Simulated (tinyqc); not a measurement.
Charge neutrality of a doped semiconductor with incomplete ionisation: one step, computed by the program tinyqc. Command: `OMP_NUM_THREADS=1 python tinyqc.py 3023375 3023376 out.jsonl dopant walk`. One thread of a shared host (Intel(R) Xeon(R) Processor @ 2.30GHz), about 0.03 s of CPU time with the checks.

Energies are counted from the top of the valence band; E_D is measured down from the conduction band and E_A up from the valence band.

Question. The closed form for the extrinsic range. With Boltzmann statistics, no electrons and every donor ionised, p (p + N_D) = p1 (N_A - N_D - p) with p1 = (N_v/g_A) exp(-E_A/k_B T). Take the positive root.

Inputs (values chosen for the exercise, modelled on CdTe): donor density N_D = 1.4e+16 cm^-3; acceptor density N_A = 6.8e+16 cm^-3; acceptor depth E_A = 0.0574 eV; acceptor degeneracy g_A = 4; temperature T = 300 K.

Doping: p-type, compensated. Statistics of the bands: Boltzmann.

N_v = 1.228031e+19 cm^-3

k_B T = 0.02585200 eV

Give: p1; p from the quadratic.

Answer.

p1 = 3.333e+17 cm^-3

p from the quadratic = 4.579e+16 cm^-3
